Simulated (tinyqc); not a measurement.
Free and trapped electrons in a MOS channel with a dense trap tail: effect of the acceptor density.

p-type body, charge-sheet picture, full ionisation (an idealisation for deep acceptors), Boltzmann statistics for free electrons. e = Ec - EF at the surface. Acceptor-like traps of density D(E) = D0 + De exp(-E/Ew) at depth E below Ec, from 0 to Eu, hold n_t = integral of D(E)/(1 + exp((e - E)/Vt)). psi = Eg - Vt ln(Nv/Na) - e; N_dep = sqrt(2 eps0 eps_r Na (psi - Vt)/q); n_f = sqrt(N_dep^2 + 2 eps0 eps_r Vt Nc exp(-e/Vt)/q) - N_dep; Vg = Vfb + psi + q (N_dep + n_t + n_f)/Cox, Cox = eps0 eox/tox.

Vfb is held fixed. VT is the Vg for n_f = 1e11 cm^-2; swing ln 10 n_f/(dn_f/dVg) at n_f = 1e8 cm^-2; the last three columns are for Vg = VT + 4.3 V, with free share n_f/(n_f + n_t) and field-effect mobility mf q (dn_f/dVg)/Cox; there EF is near the band edge, where Boltzmann statistics are rough.

Parameters, values chosen for the exercise; band and dielectric values close to those of 4H silicon carbide:
- T = 300 K (temperature)
- Eg = 3.28 eV (band gap)
- eps_r = 9.76 (relative permittivity)
- Nc = 1.69e19 cm^-3 (conduction-band density of states at T)
- Nv = 2.51e19 cm^-3 (valence-band density of states at T)
- eox = 3.9 (relative permittivity of the insulator)
- tox = 54 nm (insulator thickness)
- Vfb = -2.13 V (flat-band voltage without trapped charge)
- D0 = 1.4e11 cm^-2 eV^-1 (constant background density of acceptor-like traps)
- De = 7.8e12 cm^-2 eV^-1 (density of the tail at the conduction edge)
- Ew = 0.08 eV (decay energy of the tail)
- Eu = 0.97 eV (depth below Ec down to which the traps reach)
- mf = 230 cm^2/(V s) (mobility of free electrons)

Constants: q = 1.602176634e-19 C, kB = 1.380649e-23 J/K, Vt = kB T/q, eps0 = 8.8541878128e-14 F/cm where lengths are in cm. Results are converted to the units shown.

Effect of the acceptor density:

| Na (cm^-3) | e at VT (eV) | VT (V) | q n_t/Cox at VT (V) | swing (mV/decade) | n_f (cm^-2) | free share (%) | field-effect mobility (cm^2/(V s)) |
|---|---|---|---|---|---|---|---|
| 1e15 | 0.1201 | 2.167 | 0.7070 | 116.6 | 1.443e12 | 70.27 | 205.3 |
| 2e15 | 0.1128 | 2.417 | 0.7471 | 122.2 | 1.452e12 | 70.14 | 206.5 |
| 6e15 | 0.1003 | 3.000 | 0.8226 | 133.7 | 1.467e12 | 69.84 | 208.9 |
| 1e16 | 0.09426 | 3.382 | 0.8627 | 140.5 | 1.474e12 | 69.65 | 210.2 |
| 3e16 | 0.08079 | 4.574 | 0.9598 | 159.8 | 1.489e12 | 69.17 | 213.2 |
| 8e16 | 0.06845 | 6.298 | 1.058 | 184.8 | 1.502e12 | 68.72 | 215.9 |
| 2e17 | 0.05674 | 8.829 | 1.159 | 218.4 | 1.514e12 | 68.32 | 218.0 |
| 5e17 | 0.04493 | 12.78 | 1.266 | 267.0 | 1.525e12 | 67.99 | 219.5 |

Read the table: what changes, and by how much?

As Na goes from 1e15 to 5e17, VT rises from 2.17 to 12.8 V, its part due to traps rises from 0.707 to 1.27 V, the swing rises from 117 to 267 mV/decade and the field-effect mobility rises from 205 to 219 cm^2/(V s). Most of the rise of VT is depletion charge; the trap part grows since the same n_f needs EF nearer the band edge at heavier doping. For Na = 5e17 e is under 2 Vt already at VT, so VT too is rough.

Computed by the program tinyqc: `OMP_NUM_THREADS=1 python tinyqc.py 2222126 2222127 out.jsonl`, one thread of a shared Intel Xeon 2.30GHz, about 0.02 s for the whole run.
